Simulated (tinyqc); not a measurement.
Worked calculation: Franz-Keldysh effect at a direct gap. Values are carried at full precision from step to step, so a last printed digit may differ when a step is redone from the rounded ones.

Parabolic bands, vertical transitions, no excitons. For each hole band j: mr = me mj/(me + mj); joint density of states J_j(E) = (mr/c)^(3/2) sqrt(E - Eg)/(2 pi^2), both spins, c = hbar^2/2m0; averaged matrix element |e.p|^2 = m0 Ep/6; alpha_j(E) = 4 pi^2 alpha_f c Ep J_j/(3 nr E) in 1/angstrom (alpha_f the fine-structure constant, listed as alpha among the constants), times 1e8 for 1/cm.

In a field Fd (1 kV/cm = 1e-5 V/angstrom) the electro-optic energy of band j is th = (c (e Fd)^2/mr)^(1/3), and sqrt(E - Eg) in J_j is replaced by pi sqrt(th) [Ai'(b)^2 - b Ai(b)^2] with b = (Eg - E)/th; Ai is the Airy function.

Constants: hbar^2/2m0 = 3.80998211 eV angstrom^2; fine-structure constant alpha = 0.007297352564.

Inputs chosen for the exercise (near those of GaAs; not measured data): Eg = 1.406 eV (direct gap); me = 0.0691 m0 (electron mass); mhh = 0.521 m0 (heavy-hole mass); mlh = 0.0859 m0 (light-hole mass); Ep = 24.8 eV (Kane energy); nr = 3.57 (refractive index); Fd = 51 kV/cm (uniform field); E = 1.368 eV (photon energy); L = 250 micrometre (length of a waveguide).

## Electro-optic energy and length

For each hole band give mr, th and the length th/(e Fd).

Scales:
```
hole,mr (m0),th (meV),length (angstrom)
heavy,0.06101,25.325,49.7
light,0.03829,29.578,58.0
```

The light-hole pair has th larger by a factor 1.168, the cube root of the ratio of reduced masses.

## Airy factors at E

Ai is the Airy function, th the electro-optic energy of each hole band from the table (its other columns are not needed here), b = (Eg - E)/th with th in eV; the factor takes the place of sqrt(E - Eg) in the joint density of states.

Form b, Ai(b), Ai'(b) and the factor pi sqrt(th) [Ai'^2 - b Ai^2] for each band, beside sqrt(E - Eg) (zero below the gap).

Factors:
```
hole,b,Ai(b),Ai'(b),factor (eV^(1/2)),without field
heavy,1.5005,0.07170,-0.09733,0.0008794,0.0000
light,1.2847,0.09533,-0.1222,0.001760,0.0000
```

## Absorption with and without the field

Put the factors in place of sqrt(E - Eg) in alpha_j and add the bands; a waveguide of length L changes its transmission by 4.343 (alpha(F) - alpha(0)) L dB.

alpha_j in the field (1/cm): heavy 16.8, light 16.7

alpha(F) = 33.5 1/cm
alpha(0) = 0 1/cm
change of loss = 3.63 dB

Below the gap the field opens a tail where this model has no absorption; excitons and band tails absorb within some 10 to 20 meV of a real edge. Excitons, which add a sharp peak at low field, are left out.

## Checks

- Airy factor at b = -40 against the zero-field limit sqrt(-b): 6.33 against 6.32.

(tinyqc, `OMP_NUM_THREADS=1 python tinyqc.py 1681729 1681730 out.jsonl`, Intel(R) Xeon(R) Processor @ 2.30GHz, 1 thread, shared host, about 0.01 s.)
